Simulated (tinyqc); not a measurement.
## Gain factor and gap resistance from two string resistances

Question. At small bit-line voltage each of the 64 cells has the resistance 1/(K x) at overdrive x (no mobility reduction) in series with a gap resistance Rg. Find K, Rg and the share of the gaps at the higher overdrive.

resistance of a string of 64 equal cells at overdrives of 3.4 and 7.9 V (kohm): [2050.4299, 1075.6787]

Solution. The resistance per cell is a straight line in 1/x with slope 1/K and intercept Rg.

K = 11.0 uA/V^2
Rg = 5.30 kohm
share of the gaps = 31.5 %

Program tinyqc, `OMP_NUM_THREADS=1 python tinyqc.py 2142212 2142213 out.jsonl`; Intel Xeon 2.30GHz, shared host, one thread, about 0.4 s.
